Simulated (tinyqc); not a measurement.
Valley-orbit splitting of a donor ground state, with strain. From share of neutral donors in the ground state back to temperature T. Computed by tinyqc, a small Python program. Command: `OMP_NUM_THREADS=1 python tinyqc.py 3027085 3027086 out.jsonl valleyorbit inv`. One thread of a shared host (Intel(R) Xeon(R) Processor @ 2.30GHz), about 0.01 s of CPU time with the checks.

The basis is the 1s envelope in each valley; energies are counted from the unstrained conduction-band edge. The strain is e_s (a a^T - 1/3) for the unit stress axis a, so valley j along n_j moves by Xi_u e_s w_j with w_j = (n_j.a)^2 - 1/3: -1/3 for x and y, +2/3 for z.

Inputs (values chosen for the exercise, for a model many-valley semiconductor):
```
quantity                                     value   unit
single-valley binding energy E_0              36.9    meV
central-cell shift Lambda                     5.79    meV
coupling Delta_1                              4.21    meV
coupling Delta_2                              5.18    meV
shear deformation potential Xi_u              8.52     eV
shear strain e_s                          -0.00019      -
donor density N_D                          1.2e+14  cm^-3
density-of-states mass of one valley m_e      0.32    m_0
```

Valleys: six along <100>. Stress axis: [001].

Constants: k_B = 8.617333262e-05 eV/K; m_0 = 9.1093837015e-31 kg; k_B = 1.380649e-23 J/K; h = 6.62607015e-34 J s.

Method. H_jj = -(E_0 + Lambda) + Xi_u e_s w_j; H_jk = -Delta_2 between opposite valleys and -Delta_1 between perpendicular ones. z = sum over levels of exp(-(E - E_ground)/k_B T), the ground-state share being 1/z; N_c = 2 (2 pi m_e k_B T/h^2)^(3/2) sum_j exp(-(shift_j - lowest shift)/k_B T); n1 = N_c/(2 z) exp(-binding/k_B T), binding = lowest shift - E_ground; without compensation n = 2 N_D/(1 + sqrt(1 + 4 N_D/n1)) (Boltzmann statistics; p and higher states left out).

Question. A run gave the result below. Find the temperature T, known to lie between 270 and 340 K.

share of neutral donors in the ground state = 0.3535857

Answer.

Each step takes the trial c = (a f_b - b f_a)/(f_b - f_a), f being the result less the target and a, b, c the logarithms of the listed values; c replaces end b, the old b replaces a if the sign of f changed, and otherwise f_a is halved.

Scan of the range:
```
temperature T (K)  share of neutral donors in the ground state
270                                                   0.383722
281                                                   0.373276
292                                                   0.363720
303                                                   0.354952
315                                                   0.346182
327                                                   0.338148
340                                                   0.330176
```

False position (Illinois rule, in the logarithm of the input) inside the bracket:
```
step    end a    end b    trial  share of neutral donors in the ground state
1     303.000  315.000  304.839                                     0.353557
2     303.000  304.839  304.763                                     0.353613
3     304.839  304.763  304.800                                     0.353586
4     304.763  304.800  304.800                                     0.353586
```

Share of neutral donors in the ground state falls at every point of a 13-point scan of the range (every second point is shown), so one value fits; it is bracketed by 303 and 315. Answer: temperature T = 304.8 K.

Caution: k_B T exceeds a third of E_0, so the p and higher states, left out, hold part of the bound electrons.
